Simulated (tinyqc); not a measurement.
From results back to parameters: linear model of a band gap against the share of exact exchange. Three cases, with inputs chosen for the exercise.

Problem. Gap and optical dielectric constant were computed at two shares alpha. They follow E = E0 + S alpha and eps = 1 + (e0 - 1)(EP/(EP + S alpha))^2.

Find: S; E0; EP; e0.

Method. The two gaps give S and E0. With q = sqrt((eps1 - 1)/(eps2 - 1)) = (EP + S alpha2)/(EP + S alpha1), EP = S (alpha2 - q alpha1)/(q - 1); e0 follows from either eps.

Case 1.

Values chosen (out of a larger set: of the order of those of GaAs; not measured data): al12 = (0.1, 0.35) (two shares of exact exchange).

gaps (eV): 1.07700  2.41950

eps: 10.987160  8.840426

Solution.

S = 5.37 eV
E0 = 0.54 eV
EP = 9.9 eV
e0 = 12.10

Case 2.

Values chosen (out of a larger set: of the order of those of Ge; not measured data): al12 = (0.1, 0.25) (two shares of exact exchange).

gaps (eV): 0.57100  1.30750

eps: 16.041216  13.759683

Solution.

S = 4.91 eV
E0 = 0.08 eV
EP = 8.1 eV
e0 = 17.92

Case 3.

Values chosen (out of a larger set: of the order of those of InP; not measured data): al12 = (0.1, 0.15) (two shares of exact exchange).

gaps (eV): 1.22100  1.50150

eps: 9.205409  8.814757

Solution.

S = 5.61 eV
E0 = 0.66 eV
EP = 10.8 eV
e0 = 10.08

Computed by tinyqc, one run a case: `OMP_NUM_THREADS=1 python tinyqc.py N N+1 out.jsonl` with N = 1880409, 1880441, 1880478; one thread of a shared Intel(R) Xeon(R) Processor @ 2.30GHz, about 0.01 s a run at most.
